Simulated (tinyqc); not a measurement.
Limits of the phonon part: Bloch-Grueneisen resistivity of a metal. Computed by tinyqc, a small Python program. Command: `OMP_NUM_THREADS=1 python tinyqc.py 3012876 3012877 out.jsonl bg walk`. One thread of a shared host (Intel(R) Xeon(R) Processor @ 2.30GHz), about 0.01 s of CPU time with the checks.

Electrons scatter from a Debye spectrum of phonons (n = 5 for scattering within one band, n = 3 for scattering into a second, heavy band) and from static defects.

Inputs (values chosen for the exercise, modelled on cobalt): exponent n = 5; Debye temperature Theta = 400 K; transport coupling lambda_tr = 0.23; Drude plasma energy hbar w_p = 6.7 eV; residual resistivity rho_0 = 0.5 microohm cm; coefficient A of T^2 = 1.2 picoohm cm/K^2.

Addition: T^2 term.

Constants: k_B = 1.380649e-23 J/K; hbar = 1.054571817e-34 J s; eps_0 = 8.8541878128e-12 F/m; hbar = 6.582119569e-16 eV s.

Method:
- J_n(y) = int_0^y x^n e^x/(e^x - 1)^2 dx, by 96 Gauss-Legendre points (upper limit at most 60).
- rho_ph = (n - 1) rho_1 (T/Theta)^n J_n(Theta/T), with rho_1 = 2 pi lambda_tr k_B Theta/(hbar eps_0 w_p^2), the high-temperature line at T = Theta.
- rho = rho_0 + A T^2 + rho_ph.
- Low T: (n - 1) n! zeta(n) rho_1 (T/Theta)^n. High T: rho_1 (T/Theta) [1 - (n - 1)/(12 (n + 1)) (Theta/T)^2].

Resistivities (microohm cm):
```
T (K)      rho_ph   low-T law  straight line  line with correction  total rho
12     9.9771e-05  9.9771e-05          0.247                     -      0.500
20     1.2830e-03  1.2831e-03          0.412                     -      0.502
32     1.3262e-02  1.3454e-02          0.660                     -      0.514
48     8.6145e-02  1.0217e-01          0.990                     -      0.589
80     5.3072e-01  1.3139e+00          1.650                     -      1.038
140    1.8949e+00  2.1564e+01          2.887                 1.578      2.418
200    3.3299e+00  1.2831e+02          4.125                 3.208      3.878
320    6.0584e+00  1.3454e+03          6.599                 6.026      6.681
480    9.5268e+00  1.0217e+04          9.899                 9.517     10.303
800    1.6271e+01  1.3139e+05         16.498                16.269     17.539
```

What does the comparison show, and why?

The low-T law holds to 10 % up to 32 K, the straight line from 320 K on. The local exponent of rho_ph falls from 5.00 to 1.05. Phonons overtake the residual resistivity between 48.0 and 80.0 K. The T^2 term exceeds rho_ph up to 12 K among these rows.

Extremes, crossings and ranges named in words are read from the listed rows.
